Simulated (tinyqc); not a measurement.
Epitaxial growth on a vicinal surface: Burton-Cabrera-Frank step flow, step-edge barrier and island nucleation. Changing the deposition rate F. Computed by tinyqc, a small Python program. Command: `OMP_NUM_THREADS=1 python tinyqc.py 3007062 3007063 out.jsonl stepflow sweep`. One thread of a shared host (Intel(R) Xeon(R) Processor @ 2.30GHz), about 0.02 s of CPU time with the checks.

Adatoms land at rate F, hop on a square grid (a simplification for hexagonal faces), desorb, or join steps. Lengths are in units of a and n is the adatom coverage. Steps ascend at x = 0 and descend at x = l.

Inputs (values chosen for the exercise, close to those used for GaAs(001)):
```
quantity                     value      unit
site spacing a                   4  angstrom
step height h                 2.83  angstrom
diffusion barrier E_d          1.4        eV
desorption energy E_a         2.57        eV
adatom formation energy E_f  0.815        eV
step-edge barrier E_s         0.25        eV
attempt frequency nu            10       THz
miscut angle                     1   degrees
temperature T                  680         C
critical nucleus size i          1         -
```

Constants: k_B = 8.617333262e-05 eV/K.

Method:
- D = nu exp(-E_d/(k_B T)) (a^2/s, nu counted per direction); tau = exp(E_a/(k_B T))/nu; x_s = sqrt(D tau); n_eq = exp(-E_f/(k_B T)); terrace width l = h/(a tan(miscut)); Schwoebel length l_s = exp(E_s/(k_B T)) - 1.
- Temperatures in kelvin are T(C) + 273.15.
- D n'' - n/tau + F = 0 with n(0) = n_eq and -l_s n'(l) = n(l) - n_eq. With u = n - F tau, A = n_eq - F tau, y = l/x_s, s = l_s/x_s: u = A cosh(x/x_s) + B sinh(x/x_s), B = A (1 - cosh y - s sinh y)/(sinh y + s cosh y). Flux into the ascending step J+ = D B/x_s, over the descending one J- = -(D/x_s)(A sinh y + B cosh y); step velocity J+ + J-; growth rate (J+ + J-)/l. For small y: J+ + J- = (F - n_eq/tau) l, J-/J+ = l/(l + 2 l_s).
- The coverage peaks where n' = 0, tanh(x/x_s) = -B/A.
- Island density on a flat surface without desorption: N = 0.25 (F/D)^(i/(i+2)) exp(E_i/((i+2) k_B T)) per site, with E_i = 0 for i = 1; spacing l_n = N^(-1/2). Step flow needs an effective width l_eff = 2 x(peak) below l_n.

One run for each value; columns: (1) deposition rate F (layers/s); (2) island density N on a flat surface (per site); (3) ratio l_eff/l_n; (4) growth rate (layers/s); (5) peak coverage:
```
(1)         (2)     (3)         (4)         (5)
0.003  0.000491  1.1948  2.9868e-03  5.1798e-05
0.009  0.000708  1.4349  8.9858e-03  5.7305e-05
0.03   0.001058  1.7537  2.9982e-02  7.6580e-05
0.09   0.001526  2.1061  8.9971e-02  1.3165e-04
0.3    0.002279  2.5741  2.9993e-01  3.2440e-04
0.9    0.003287  3.0914  8.9983e-01  8.7511e-04
9      0.007082  4.5375  8.9984e+00  8.3097e-03
30     0.010580  5.5458  2.9995e+01  2.7584e-02
```

Give the missing row, deposition rate F (layers/s) = 3.

Computed row; columns: (1) deposition rate F (layers/s); (2) island density N on a flat surface (per site); (3) ratio l_eff/l_n; (4) growth rate (layers/s); (5) peak coverage:
```
(1)       (2)     (3)         (4)         (5)
3    0.004911  3.7783  2.9995e+00  2.8026e-03
```

Interpolating between the two neighbouring rows (the first column on a logarithmic scale, the others too where they are positive) misses most in peak coverage, by 1.3 %. Over the rows, island density N on a flat surface (per site) rises from 4.91e-4 to 0.0106 (exponent d ln y / d ln x about 0.33 throughout); ratio l_eff/l_n rises from 1.19 to 5.55 (exponent d ln y / d ln x about 0.17 throughout); growth rate (layers/s) rises from 0.00299 to 30.0 (exponent d ln y / d ln x about 1.0 throughout). The exponent of island density N on a flat surface stays at 0.33: i/(i+2) with i = 1. The exponent of growth rate stays at 1: the growth follows the flux. At the high end the exponent of peak coverage is 1.00, close to 1: the excess over n_eq dominates.

Caution (all rows): the prefactor 0.25 and the criterion are estimates, good to a factor of about two in length. Caution (rows 0.00900, 0.0300, 0.0900, 0.300, 0.900, 3.00, 9.00, 30.0): twice the distance from the ascending step to the coverage peak exceeds the expected island spacing [0.25 (F/D)^(i/(i+2)) exp(E_i/((i+2) k_B T))]^(-1/2) by 40 % or more, so islands nucleate and the step-flow values are formal.

Extremes, crossings and ranges named in words are read from the listed rows.
